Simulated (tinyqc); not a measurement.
MOS capacitor on a p-type substrate, surface potential from the exact charge relation: effect of the acceptor density of the substrate on threshold and swing.

Uniform p-type substrate, Boltzmann statistics, full ionisation, classical densities. psi is the surface potential against the body (positive when the bands bend down) and u = psi/Vt. Traps are spread evenly over the gap and neutral at flat band, so their charge is -q Dit psi; the minority quasi-Fermi level is shifted by Vb.

ni = sqrt(Nc Nv) exp(-Eg/(2 Vt)), Eg in volts; phiF = Vt ln(N/ni); Cox = eps0 eox/tox; Vfb = phiM - chi - (Eg - Vt ln(Nv/N)) - q Nf/Cox; VT = Vfb + [(2 phiF + Vb)(1 + q Dit/Cox) + sqrt(2 eps0 eps_r q N (2 phiF + Vb))/Cox]. gamma = sqrt(2 eps0 eps_r q N)/Cox; Wm = sqrt(2 eps0 eps_r (2 phiF + Vb)/(q N)); m = 1 + (eps0 eps_r/Wm + q Dit)/Cox; swing m Vt ln 10; Cmin/Cox = 1/(1 + Cox Wm/(eps0 eps_r)).

Parameters, values chosen for the exercise; band and dielectric values close to those of gallium nitride: temperature T = 450 K; band gap Eg = 3.46 eV; relative permittivity eps_r = 9.64; conduction-band density of states at T Nc = 4.21e18 cm^-3; valence-band density of states at T Nv = 8.54e19 cm^-3; electron affinity chi = 4.1 eV; relative permittivity of the gate insulator (close to silicon dioxide) eox = 3.9; insulator thickness tox = 1.7 nm; gate work function phiM = 4.21 eV; fixed charge at the interface, in units of q Nf = 0 cm^-2; density of interface traps Dit = 0 cm^-2 eV^-1; reverse bias of the inversion layer against the body Vb = 0 V.

Constants: q = 1.602176634e-19 C, kB = 1.380649e-23 J/K, Vt = kB T/q, eps0 = 8.8541878128e-14 F/cm where lengths are in cm. Results are converted to the units shown.

Effect of the acceptor density of the substrate on threshold and swing:
```
N (cm^-3),Vfb (V),2 phiF (V),gamma (V^0.5),VT (V),Wm (nm),m,swing (mV/decade),Cmin/Cox
1e15,-2.910,2.696,0.008142,-0.2002,1695,1.002,89.51,0.002473
3.4e15,-2.957,2.791,0.01501,-0.1411,935.2,1.004,89.69,0.004473
1.1e16,-3.003,2.882,0.02700,-0.07478,528.4,1.008,90.00,0.007890
3.8e16,-3.051,2.978,0.05019,0.01406,289.0,1.015,90.59,0.01433
1.3e17,-3.098,3.074,0.09283,0.1379,158.7,1.026,91.65,0.02579
4.4e17,-3.146,3.168,0.1708,0.3264,87.59,1.048,93.57,0.04578
1.5e18,-3.193,3.263,0.3153,0.6396,48.15,1.087,97.08,0.08027
5e18,-3.240,3.357,0.5757,1.171,26.74,1.157,103.3,0.1358
```

As N goes from 1e15 to 5e18, VT rises from -0.200 to 1.17 V, the swing rises from 89.5 to 103 mV/decade and Cmin/Cox rises from 0.00247 to 0.136. Of the change of VT by 1.37 V, -0.330 V comes from Vfb and 1.70 V from the band bending and the charge it takes. gamma goes as N^(0.50) and Wm as N^(-0.49); phiF, which grows slowly with N, keeps the latter from -1/2.

Numbers from tinyqc (`OMP_NUM_THREADS=1 python tinyqc.py 2060073 2060074 out.jsonl`; about 0.01 s on one thread of a shared Intel Xeon 2.30GHz).
